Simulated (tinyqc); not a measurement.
Worked calculation: Pariser-Parr-Pople SCF with singles CI, for the molecule C=Cc1ccc2c(c1)C=C2 (SMILES; centres numbered as the heavy atoms are written). One step of it, computed by the program tinyqc.

Task: PPP integrals. Mataga-Nishimoto: gamma = 14.399645/(R + a), a = 2 x 14.399645/(gamma_rr + gamma_ss); H_rr = -W_r - sum_(s != r) z_s gamma_rs; H_rs = beta for bonds.

Centres (angstrom, eV; a flat drawing with bonds scaled to 1.40 angstrom):
```
centre          x          y  core charge z          W   gamma_rr
1C       3.583000  -0.173000              1  11.160000  11.130000
2C       2.520000   0.739000              1  11.160000  11.130000
3C       1.200000   0.274000              1  11.160000  11.130000
4C       0.942000  -1.102000              1  11.160000  11.130000
5C      -0.379000  -1.567000              1  11.160000  11.130000
6C      -1.442000  -0.656000              1  11.160000  11.130000
7C      -1.184000   0.720000              1  11.160000  11.130000
8C       0.137000   1.185000              1  11.160000  11.130000
9C      -2.560000   0.978000              1  11.160000  11.130000
10C     -2.818000  -0.398000              1  11.160000  11.130000
```

Resonance integrals (eV):
```
i    j       beta
1    2  -2.390000
2    3  -2.390000
3    4  -2.390000
4    5  -2.390000
5    6  -2.390000
6    7  -2.390000
7    8  -2.390000
7    9  -2.390000
9   10  -2.390000
8    3  -2.390000
10   6  -2.390000
```

Give: repulsion gamma_rs; core matrix H.

Result:

repulsion gamma_rs (eV):
```
          1C       2C       3C       4C       5C       6C       7C       8C
1C   11.1300   5.3443   3.8726   3.5178   2.6210   2.2705   2.3438   2.8813
2C    5.3443  11.1300   5.3465   3.8724   2.8810   2.6209   2.8812   3.8728
3C    3.8726   5.3465  11.1300   5.3456   3.8717   3.5167   3.8718   5.3456
4C    3.5178   3.8724   5.3456  11.1300   5.3446   3.8718   3.5175   3.8726
5C    2.6210   2.8810   3.8717   5.3446  11.1300   5.3456   3.8726   3.5175
6C    2.2705   2.6209   3.5167   3.8718   5.3456  11.1300   5.3456   3.8717
7C    2.3438   2.8812   3.8718   3.5175   3.8726   5.3456  11.1300   5.3446
8C    2.8813   3.8728   5.3456   3.8726   3.5175   3.8717   5.3446  11.1300
9C    1.9088   2.2572   2.8129   2.6830   3.0997   4.3987   5.3456   3.6011
10C   1.8704   2.1328   2.6827   2.8129   3.6013   5.3456   4.3987   3.0993

          9C      10C
1C    1.9088   1.8704
2C    2.2572   2.1328
3C    2.8129   2.6827
4C    2.6830   2.8129
5C    3.0997   3.6013
6C    4.3987   5.3456
7C    5.3456   4.3987
8C    3.6011   3.0993
9C   11.1300   5.3456
10C   5.3456  11.1300
```

core matrix H (eV):
```
           1C        2C        3C        4C        5C        6C        7C        8C
1C   -37.7906   -2.3900    0.0000    0.0000    0.0000    0.0000    0.0000    0.0000
2C    -2.3900  -42.3692   -2.3900    0.0000    0.0000    0.0000    0.0000    0.0000
3C     0.0000   -2.3900  -47.8262   -2.3900    0.0000    0.0000    0.0000   -2.3900
4C     0.0000    0.0000   -2.3900  -45.9983   -2.3900    0.0000    0.0000    0.0000
5C     0.0000    0.0000    0.0000   -2.3900  -45.3153   -2.3900    0.0000    0.0000
6C     0.0000    0.0000    0.0000    0.0000   -2.3900  -47.7471   -2.3900    0.0000
7C     0.0000    0.0000    0.0000    0.0000    0.0000   -2.3900  -48.0814   -2.3900
8C     0.0000    0.0000   -2.3900    0.0000    0.0000    0.0000   -2.3900  -46.5666
9C     0.0000    0.0000    0.0000    0.0000    0.0000    0.0000   -2.3900    0.0000
10C    0.0000    0.0000    0.0000    0.0000    0.0000   -2.3900    0.0000    0.0000

           9C       10C
1C     0.0000    0.0000
2C     0.0000    0.0000
3C     0.0000    0.0000
4C     0.0000    0.0000
5C     0.0000    0.0000
6C     0.0000   -2.3900
7C    -2.3900    0.0000
8C     0.0000    0.0000
9C   -42.6127   -2.3900
10C   -2.3900  -42.4493
```
